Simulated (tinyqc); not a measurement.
# Square on-chip spiral inductor, lumped pi model: quality factor against frequency

Outer diameter do = di + 2 n wd + 2 (n - 1) sp, mean da = (do + di)/2, fill p = (do - di)/(do + di), length l = 4 n da. L = 2.34 mu0 n^2 da/(1 + 2.75 p), mu0 = 4 pi 1e-7 H/m. Rs = rho l/(wd delta (1 - exp(-th/delta))), delta = sqrt(rho/(pi f mu0)). Cs = n wd^2 eps0 eo/hu across the coil. At each end Cox = l wd eps0 eo/(2 ho) leads to the substrate branch Rsi = 2 rs he/(l wd) in parallel with Csi = l wd eps0 11.7/(2 he). With one end grounded Y = 1/(Rs + i w L) + i w Cs + 1/[1/(i w Cox) + 1/(1/Rsi + i w Csi)], w = 2 pi f; Q = -Im Y/Re Y. Eddy currents in neighbouring turns and in the substrate are left out.

Apparent inductance Im(1/Y)/w; share of the loss Re(substrate branch)/Re Y.

Parameters, values chosen for the exercise; values of the order met in silicon radio-frequency processes:
- n = 6.5 (number of turns)
- wd = 4 um (line width)
- sp = 2 um (space between turns)
- di = 80 um (inner diameter)
- th = 3 um (metal thickness)
- rho = 1.9 uohm cm (metal resistivity)
- ho = 9.9 um (oxide below the coil)
- hu = 0.8 um (oxide between coil and underpass)
- eo = 3 (relative permittivity of the oxide)
- rs = 100 ohm cm (substrate resistivity)
- he = 30 um (effective spreading depth in the substrate)

Constants: eps0 = 8.8541878128e-12 F/m. Results are converted to the units shown.

Result of one run:
```
Rs (ohm)  w L/Rs       Q  apparent inductance (nH)  loss in the substrate (%)
15.585    15.985  12.463                    8.6445                     13.095
```

Which frequency f gave this result: 0.44, 1.2, 1.9, 5.1 or 14 GHz?

f = 5.1 GHz.

The whole series:
```
f (GHz)  Rs (ohm)  w L/Rs       Q  apparent inductance (nH)  loss in the substrate (%)
0.27       6.7287  1.9601  1.9589                    7.7767                   0.011225
0.44       7.3268  2.9335  2.9283                    7.7811                   0.056107
0.71       8.1129  4.2750  4.2528                    7.7918                    0.24363
1.2        9.2928  6.3080  6.2049                    7.8216                    0.95825
1.9        10.704  8.6708  8.3179                    7.8885                     2.5526
3.1        12.744  11.883  10.719                    8.0777                     6.1203
5.1        15.585  15.985  12.463                    8.6445                     13.095
8.3        19.352  20.951  11.537                    10.587                     24.618
14         24.793  27.584  3.7799                    30.697                     42.183
```

Q goes from 1.96 through a maximum of 12.5 (at f = 5.1 GHz among the rows listed) to 3.78; the exact peak is 12.6 at 5.86 GHz and Q reaches zero at the self-resonance, 16.0 GHz. The share of the substrate rises from 0.0112 to 42.2 %, and the apparent inductance ends at 3.95 times L. At the peak the substrate takes 15.9 % of the loss. For f = 14 the coil is longer than 0.15 of a wavelength in the oxide, where one lumped section is rough.

Program tinyqc, `OMP_NUM_THREADS=1 python tinyqc.py 2302130 2302131 out.jsonl`; Intel Xeon 2.30GHz, shared host, one thread, about 0.01 s.
